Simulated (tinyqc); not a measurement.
# Stress in a transistor channel from embedded alloy regions, liners and fins, by half-space elasticity, step by step

A worked calculation. Computed by tinyqc, a small Python program that keeps every step. Command: `OMP_NUM_THREADS=1 python tinyqc.py 3007543 3007544 out.jsonl stressor walk`. One thread of a shared host (Intel(R) Xeon(R) Processor @ 2.30GHz), about 0.01 s of CPU time with the checks. Intermediate numbers are printed to about 6 digits and carried at full precision; extremes and crossings named in words are read from the listed rows.

Plane strain in an isotropic half-space, the same constants everywhere; x along the channel from its centre, y downwards from the free surface; stress is positive in tension.

Inputs (values chosen for the exercise, modelled on silicon):
```
quantity,value,unit
alloy fraction x,0.33,-
"lattice change per unit x, beta",0.0417,-
Young's modulus E,160,GPa
Poisson ratio nu,0.2,-
channel length L,86,nm
length of each stressor S,50,nm
recess depth d,40,nm
depth of the field point y,1.1,nm
liner stress,-2.8,GPa
liner thickness t,60,nm
length of a cut fin or stripe,600,nm
height of the strained layer h,56,nm
longitudinal piezoresistance coefficient,72.9,1e-11/Pa
vertical piezoresistance coefficient,-1,1e-11/Pa
```

Stressor: Si(1-x)Ge(x) source and drain.

## Misfit and the pressure on the side walls

Misfit e = beta x. A fully constrained inclusion holds the stress -p with p = E e/(1 - 2 nu); a blanket film would hold -E e/(1 - nu) in the plane.

misfit e = 0.013761

p = 3.6696 GPa

stress of a blanket film = -2.7522 GPa

## Stress at the centre of the channel

A line element dA of misfit at (a, c) in the half-space gives, with C = E e/(2 pi (1 - nu)), X = x - a, r1^2 = X^2 + (y - c)^2, r2^2 = X^2 + Y^2, Y = y + c: s_xx = -C dA {[X^2 - (y - c)^2]/r1^4 + 3 [X^2 - Y^2]/r2^4 + 4 y Y (Y^2 - 3 X^2)/r2^6}, s_yy = C dA {[X^2 - (y - c)^2]/r1^4 - [X^2 - Y^2]/r2^4 + 4 y Y (Y^2 - 3 X^2)/r2^6}. These are integrated over two rectangles, L/2 < |a| < L/2 + S, 0 < c < d (closed form in a, 200 Gauss-Legendre points in c).

s_xx = -1166.23 MPa

s_yy = -0.439984 MPa

s_xx over the blanket-film stress = 0.423745

The channel is compressed along its length; s_yy is 3.8e-4 of s_xx in size and vanishes at the surface.

## Closed form at the surface

At x = y = 0 the integral is s_xx = -(4/pi) [E e/(1 - nu)] [arctan(2 d/L) - arctan(d/(L/2 + S))].

s_xx at the surface = -1202.23 MPa

For fixed L and S it is largest at d = sqrt((L/2)(L/2 + S)) = 63.2 nm; d is short of that.

## A stressed liner, as two edge forces

The liner over source and drain ends at the gate, x = -/+ L/2, and pulls there with the force per width F = (liner stress) t along the surface. A tangential line force gives s_xx = (2 F/pi) X^3/(X^2 + y^2)^2 at the distance X; two of them add at the centre, X = L/2. For L > 3.5 y the concentrated force is an upper bound.

edge force F = -168 N/m

s_xx from the liner = -4968.01 MPa

Caution: the real force is spread over several liner thicknesses, so for a channel this short the concentrated force clearly overstates the stress.

## Mobility change, linear estimate

d mu/mu = -(pi_L s_xx + pi_z s_yy) for the embedded regions alone; the stress across the width is left out.

mobility change = 85.0178 %

The vertical stress supplies -4.4e-4 of these points. Caution: beyond a few hundred MPa bulk piezoresistance coefficients no longer describe an inversion layer well.

## Relaxation at the ends of a cut stripe

Shear-lag estimate for a stripe of length l and height h on a like substrate: the stress along it is s(x)/s_film = 1 - cosh(x/lam)/cosh(l/(2 lam)), lam = (pi/2) g h with g = 1.258; mean = 1 - (2 lam/l) tanh(l/(2 lam)).

transfer length lam = 110.659 nm

share kept at the centre = 0.867647

share kept on average = 0.634380

The ends reach the centre.

## Along the channel and with depth

The formulas are those given above.

Stress (MPa):
```
2x/L,s_xx at y,s_yy at y,s_xx at d/2,s_xx at 1.5 d
0.0,-1166.23,-0.43998,-493.006,127.211
0.2,-1190.17,-0.43399,-483.496,128.260
0.4,-1259.47,-0.39061,-458.585,133.965
0.6,-1360.73,-0.19807,-440.732,153.472
0.8,-1428.92,1.05784,-504.772,202.790
```

Near the surface s_xx changes by +23 % from the centre to 2x/L = 0.8. At the centre, s_xx at half the recess depth is 0.42 of its value at y, and below the recess -0.11. An element acts with the sign of X^2 - (y - c)^2, so its direct term reverses where the offset in depth exceeds the lateral distance, and the image terms that amplify the stress near the surface fade with depth.

## Shrinking the pitch

L and S are scaled together at fixed d, then S alone, then L alone.

S_xx at the centre (MPa):
```
scale,L and S scaled,S alone,L alone
0.35,-980.32,-555.86,-2103.39
0.50,-1182.63,-734.72,-1861.69
0.70,-1246.74,-933.09,-1547.64
1.00,-1166.23,-1166.23,-1166.23
1.40,-992.95,-1394.62,-818.91
2.00,-775.92,-1629.12,-517.23
3.00,-552.18,-1867.58,-281.55
```

Halving S alone keeps 0.63 of the stress, halving L alone gives 1.60, and halving both 1.01: a shorter channel brings the walls closer, a shorter stressor brings its far wall, which pulls the other way, closer too. Neighbouring devices are left out.

Checks made by the program: surface stress against its closed form; zero normal stress at the surface (relative difference below 1e-10).
